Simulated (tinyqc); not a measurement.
Inside a calculation: Weaire-Thorpe hybrids on a Bethe lattice: gap and dangling bond of an amorphous tetrahedral solid. Values are carried at full precision from step to step, so a last printed digit may differ when a step is redone from the rounded ones.

Four sp3 hybrids an atom at energy 0, coupled by -V1 on the atom and by -V2 along a bond; the bonds form a tree (no rings). For any network the gap runs at least from -V2 + V1 to V2 - 3 V1, and p-like states pile up at -V2 + V1 and V2 + V1. On the tree the gap is wider: it ends at Ec = -V1 + sqrt(V2^2 + 4 V1^2 - 2 sqrt3 V1 V2), which makes it well wider than the gaps of the real glasses. A branch seen from a hybrid has the self-energy S = V2^2 g, where g is the Green function of the hybrid across the bond, whose three partners carry S themselves. With a = z - V1, b = a - S: g = 1/(a + V1 b/(b + 3 V1)), z = E + i eta. A full atom has G = (1/b)(b + 3 V1)/(b + 4 V1) per hybrid; a dangling hybrid with shift dh has G = 1/(1/g - dh).

Values chosen for the exercise (of the size of tabulated hybrid energies for amorphous silicon; the results hold for these values, not for the real material):
- V1 = 1.77 eV (coupling of two hybrids on one atom)
- V2 = 4.23 eV (coupling of the two hybrids of a bond)
- E = 2.8 eV (energy)
- eta = 0.02 eV (broadening)
- dh = -0.89 eV (shift of the dangling hybrid (rehybridisation))

## Edges

Bounds -V2 + V1 and V2 - 3 V1. On the tree the s-like bands are narrower: E = -V1 -/+ sqrt(V2^2 + 4 V1^2 + V1 V2 e) with e from -2 sqrt3 to 2 sqrt3 (for a crystal, -4 to 4), so the conduction edge is -V1 + sqrt(V2^2 + 4 V1^2 - 2 sqrt3 V1 V2).

edges (eV): Ev -2.4600, Ec(bound) -1.0800, Ec(tree) 0.3486

gaps (eV): (bound, reached in the crystal) 1.3800, (tree) 2.8086

The gap needs no periodicity, only V2 > 2 V1 (here V2/V1 = 2.390); leaving out rings widens it by 1.429 eV. Two parameters give the trend, not the value.

## The self-energy at one energy

S = V2^2 g is a quadratic A S^2 + B S + C = 0 with A = a + V1, B = -(a (a + 4 V1) + V2^2), C = V2^2 (a + 3 V1), a = z - V1. Of the two roots take the one with Im S < 0 (if both qualify, the decaying one, with the smaller |V1 V2 g/(b + 3 V1)|).

A, B, C: [2.8000+0.0200i, -26.2458-0.1828i, 113.4410+0.3579i]

roots (eV): [4.7046+4.3059i, 4.6689-4.3076i]

S = 4.6689-4.3076i eV

## Densities at that energy

With z = E + i eta, b = z - V1 - S: full atom G = (b + 3 V1)/(b (b + 4 V1)); g = S/V2^2; dangling hybrid 1/(1/g - dh); densities -Im G/pi.

G (1/eV): (bulk) -0.0572-0.1369i, (dangling with dh = 0) 0.2609-0.2407i, (dangling with dh) 0.2385-0.1539i
densities (1/eV): (bulk) 0.0436, (dangling with dh = 0) 0.0766, (dangling with dh) 0.0490

## The dangling-bond level

For eta = 0 the level solves 1/g(E) = dh inside the gap (bisection); its weight on the dangling hybrid is 1/(d(1/g)/dE), by central differences with step 1e-5 eV.

level = -0.4842 eV
above Ev = 1.9758 eV
weight on the dangling hybrid = 0.594

The level lies at 70 % of the gap of the tree; 41 % of it spreads over the back bonds.

## Checks

- Conduction edge from the formula against the zero of the discriminant: both 0.348590.
- S from the quadratic against damped iteration of S = V2^2 g: both 4.668893.

Computed by tinyqc, a small Python program: `OMP_NUM_THREADS=1 python tinyqc.py 1482556 1482557 out.jsonl` (the numbers bound the seed that draws the inputs); one thread of a shared host (Intel(R) Xeon(R) Processor @ 2.30GHz), about 0.02 s for the whole set of steps.
